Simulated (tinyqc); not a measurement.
## MOS inversion layer, Poisson-Schroedinger loop: mixing schemes compared

Electrons confined at an insulator interface at z = 0, treated as a hard wall; parabolic valleys, Hartree approximation, no image or exchange terms. The depletion charge lies far deeper than the electrons and gives a uniform field q Nd/(eps0 eps_r); the gate balances all charge. Energies are counted from the band edge at the interface.

V0 = q Nd z/(eps0 eps_r) in eV.

Tridiagonal Hamiltonian with psi = 0 one step beyond both ends: H_ii = C (1/m_(i-1/2) + 1/m_(i+1/2))/hz^2 + V0_i + U_i (+ dE for the set B), H_(i,i+1) = -C/(m_(i+1/2) hz^2), C = hbar^2/(2 m0). The lowest 2 level(s) of each valley set are kept, normalised to hz sum |psi|^2 = 1. The mass is the same on all intervals.

Level k holds N_k = D_k Vt ln(1 + exp((EF - E_k)/Vt)) with D = 4 md1 m0 q/(pi hbar^2) for the set A, D = 2 md2 m0 q/(pi hbar^2) for the set B per eV (spin included); EF is fixed by sum N_k = Ns.

n_i = sum_k N_k |psi_k|^2 (converted to cm^-3). Hartree part by Gauss: on the interval before node i the electrons still beyond are S_i = Ns - hz sum_(j<i) n_j, and U_i = U_(i-1) + q S_i hz/(eps0 eps_r) in eV, U_0 = 0 at the interface. Mixing: U(new) = U + a (U(out) - U).

Rounds from U = 0 until the largest |U(out) - U| is below 1e-7 eV (the round that meets it is counted). Anderson mixing of depth m keeps the last m inputs V and residuals F = V(out) - V(in), fits c by least squares to F = dF c over their successive differences dF, dV, and sets V(new) = V + a F - (dV + a dF) c.

Values chosen for this exercise; masses and permittivity close to those of silicon (110):
- T = 300 K (temperature)
- eps_r = 11.8 (relative permittivity)
- mz1 = 0.318 m0 (mass along z of valley set A (4 valley(s)))
- md1 = 0.326 m0 (in-plane density-of-states mass of set A)
- mz2 = 0.193 m0 (mass along z of valley set B (2 valley(s)))
- md2 = 0.411 m0 (in-plane density-of-states mass of set B)
- Ns = 9.8e11 cm^-2 (sheet density of electrons)
- Nd = 2e12 cm^-2 (sheet density of depletion charge)
- dE = 0.05 eV (extra shift of set B (strain))
- hz = 0.85 nm (mesh step)

Constants: q = 1.602176634e-19 C, kB = 1.380649e-23 J/K, hbar = 1.054571817e-34 J s, m0 = 9.1093837015e-31 kg, Vt = kB T/q, eps0 = 8.8541878128e-14 F/cm where lengths are in cm, hbar^2/(2 m0) = 0.0380998212 eV nm^2. Results are converted to the units shown.

```
node,z (nm)
1,0.85
2,1.7
3,2.55
4,3.4
5,4.25
6,5.1
7,5.95
8,6.8
9,7.65
10,8.5
11,9.35
12,10.2
13,11.05
14,11.9
15,12.75
```

Rounds needed:
```
a,depth m,rounds
1,plain,7
0.8,plain,9
0.6,plain,15
0.4,plain,25
0.2,plain,57
0.1,plain,118
0.5,2,9
0.5,4,6
0.5,8,7
```

What does the table show?

Among the plain runs a = 1 is fastest, with 7 rounds: the response of the charge is weak enough that no damping is needed. Anderson mixing needs 6 to 9 rounds.

Computed by the program tinyqc: `OMP_NUM_THREADS=1 python tinyqc.py 2160064 2160065 out.jsonl`, one thread of a shared Intel Xeon 2.30GHz, about 0.8 s for the whole run.
